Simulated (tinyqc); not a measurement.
Ways to converge the cycle: SCF convergence aids in the 6-311g basis, for HeH+, spin multiplicity 1. Computed by the program tinyqc with PySCF. 

Geometry (angstrom):
```
atom,x,y,z
He,0.0000,0.0000,0.0000
H,0.0000,0.0000,0.9910
```

lowest restricted solution found by these runs and by PySCF = -2.902582 hartree

RHF with one setting changed at a time; a run stops when the energy changes by less than 1e-09 hartree and the error matrix is below 1e-5. The start is the core Hamiltonian. Damping d keeps d of the old density; a shift (hartree) raises the virtual levels; DIIS n extrapolates F over n matrices.

Largest element of the error matrix X^T (FDS - SDF) X:
```
iteration,plain,damping 0.3,damping 0.6,shift 0.4,DIIS 3,DIIS 8
1,5.0e-01,5.0e-01,5.0e-01,5.0e-01,5.0e-01,5.0e-01
2,3.5e-02,1.5e-01,3.0e-01,8.0e-02,3.5e-02,3.5e-02
3,4.8e-03,4.8e-02,1.7e-01,2.5e-02,4.8e-03,4.8e-03
4,9.2e-04,1.6e-02,1.0e-01,8.4e-03,1.9e-04,1.9e-04
5,1.6e-04,5.6e-03,6.3e-02,3.3e-03,4.0e-05,2.4e-05
6,2.9e-05,2.2e-03,3.9e-02,1.3e-03,1.6e-06,9.6e-07
8,1.5e-06,3.3e-04,1.5e-02,2.2e-04,-,-
10,-,5.3e-05,5.5e-03,3.9e-05,-,-
14,-,2.0e-06,9.0e-04,-,-,-
20,-,-,6.8e-05,-,-,-
30,-,-,1.2e-06,-,-,-
```

How each run ends:
```
run,iterations,E (hartree),state
plain,8,-2.902582,lowest found
damping 0.3,18,-2.902582,lowest found
damping 0.6,37,-2.902582,lowest found
shift 0.4,12,-2.902582,lowest found
DIIS 3,7,-2.902582,lowest found
DIIS 8,6,-2.902582,lowest found
```

6 of 6 runs reach the lowest restricted solution found, in 6 to 37 iterations (fastest: DIIS 8). Plain steps already contract here, so damping only slows them. DIIS 3 and DIIS 8 gain by cancelling the error over several earlier matrices, much as a quasi-Newton step does.
